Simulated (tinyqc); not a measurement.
Piezoresistors in the (001) plane of a cubic crystal: one step of the calculation.

Plane stress in crystal axes x = [100], y = [010]. First-order piezoresistance: d rho_xx/rho = p11 sxx + p12 syy, d rho_yy/rho = p12 sxx + p11 syy, d rho_xy/rho = p44 sxy; a resistor along d = (cos th, sin th) changes by dR/R = d.(d rho/rho).d. Changes of geometry and second-order terms are left out.

Problem. Longitudinal and transverse coefficients. For uniaxial stress along or across the current: pL = p11 - (A/2) sin^2(2 th), pT = p12 + (A/2) sin^2(2 th), A = p11 - p12 - p44. Gauge factor along [110]: E (p11 + p12 + p44)/2.

Parameters, values chosen for the exercise; coefficients close to those of lightly doped p-type silicon: piezoresistive coefficient p11 = 6.16 x 1e-11/Pa; piezoresistive coefficient p12 = -1.17 x 1e-11/Pa; piezoresistive coefficient p44 = 141 x 1e-11/Pa; angle of the current from [100] th = 15 deg; Young's modulus along [110] E = 173 GPa.

Find: A; pL; pT; gauge factor.

Solution.

A = -133.67 x 1e-11/Pa
pL = 22.869 x 1e-11/Pa
pT = -17.879 x 1e-11/Pa
gauge factor = 126.28

Program tinyqc, `OMP_NUM_THREADS=1 python tinyqc.py 2530066 2530067 out.jsonl`; Intel Xeon 2.30GHz, shared host, one thread, about 0.01 s.
